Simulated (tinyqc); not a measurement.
# Worked calculation: surface potential of a MOS transistor: implicit equation and explicit approximations

Program tinyqc, `OMP_NUM_THREADS=1 python tinyqc.py 2122209 2122210 out.jsonl`; Intel Xeon 2.30GHz, shared host, one thread, about 0.01 s. Printed values are rounded.

p-type body, charge-sheet picture, depletion and inversion only, full ionisation (an idealisation for deep acceptors), Boltzmann statistics (rough once Na exp(x - xn) passes about Nc/7). In units of Vt: xg = (Vg - Vfb)/Vt, x = psi/Vt, G = gamma/sqrt(Vt), xn = (2 phiF + Vc)/Vt. The implicit equation is (xg - x)^2 = G^2 [x - 1 + exp(x - xn)] for x above about 3. Cox = eps0 eox/tox.

Parameters, values chosen for the exercise; band and dielectric values close to those of 4H silicon carbide:
```
symbol    value   unit                                                                 meaning
T           300      K                                                             temperature
Eg         3.29     eV                                                                band gap
eps_r       9.7                                                          relative permittivity
Nc       1.7e19  cm^-3                                  conduction-band density of states at T
Nv      2.49e19  cm^-3                                     valence-band density of states at T
eox         3.9         relative permittivity of the gate insulator (close to silicon dioxide)
tox          14     nm                                                     insulator thickness
Na       9.8e17  cm^-3                                                        acceptor density
Vfb       -0.89      V                                                       flat-band voltage
Vc            1      V                                                    channel-body voltage
Vg         8.03      V                                                       gate-body voltage
```

Constants: q = 1.602176634e-19 C, kB = 1.380649e-23 J/K, Vt = kB T/q, eps0 = 8.8541878128e-14 F/cm where lengths are in cm. Results are converted to the units shown.

Range of the model: The electron quasi-Fermi level lies less than 2 Vt below the band edge at the surface, or above it, where degeneracy and confinement, left out, matter.

## Scales

ni = sqrt(Nc Nv) exp(-Eg/(2 Vt)), Eg in volts; phiF = Vt ln(Na/ni); gamma = sqrt(2 q eps0 eps_r Na)/Cox; VT = Vfb + Vt (xn + G sqrt(xn - 1)).

phiF = 1.56630 V
gamma = 2.10551 V^0.5
G = 13.0952
xn = 159.856
VT = 7.50945 V
xg = 345.041

## Explicit approximation

Depletion value a = 1 + [sqrt(G^2/4 + xg - 1) - G/2]^2; inversion value b = xn + ln[(xg - xn)^2/G^2 - xn + 1] and first guess y = min(a, b) - ln(1 + exp(-|a - b|)) if a > xn + 1, else b = y = a; one second-order correction with D = exp(y - xn), p = 2 (xg - y) + G^2 (1 + D), w = (xg - y)^2 - G^2 (y - 1 + D): z = y + 2 w/(p + sqrt(p^2 - 2 (2 - G^2 D) w)), or the Newton step z = y + w/p where the root is not real.

a = 173.200
b = 163.573
y = 163.573
p = 7586.20
w = -1999.55
z = 163.265

The root of the implicit equation is x = 163.271; y misses it by 0.30 and z by -0.0055, in units of Vt.

## Starting value

x = y rounded to two decimals.

x at the start = 163.570

## Iteration 1: new x

D = exp(x - xn), f = (xg - x)^2 - G^2 (x - 1 + D), f' = -2 (xg - x) - G^2 (1 + D), x(new) = x - f/f'.

D = 41.0125
f = -1979.30
f' = -7567.39
x after iteration 1 = 163.308

## Iteration 2: new x

As before.

D = 31.5736
f = -220.830
f' = -5949.29
x after iteration 2 = 163.271

## Iteration 3: new x

As before.

D = 30.4231
f = -3.68284
f' = -5752.08
x after iteration 3 = 163.271

## Course of the iteration

Stop when the step is below 1e-11, or after 60 iterations.

Course of the iteration:
```
iteration  x before the step      step
1                    163.570    -0.262
2                    163.308   -0.0371
3                    163.271  -6.40e-4
4                    163.271  -1.86e-7
5                    163.271         0
```

Converged in 5 iterations.

## Potential, charges and gate control

converged x = 163.271

psi = Vt x; N_dep = Cox Vt G sqrt(x - 1)/q; N_inv = (Cox Vt G/q) [sqrt(x - 1 + exp(x - xn)) - sqrt(x - 1)]; dpsi/dVg = 1/[1 + G^2 (1 + exp(x - xn))/(2 (xg - x))].

psi = 4.22087 V
N_dep = 6.63896e12 cm^-2
N_inv = 5.9526e11 cm^-2
dpsi/dVg = 0.0632383

psi lies 3.4 Vt above 2 phiF + Vc.
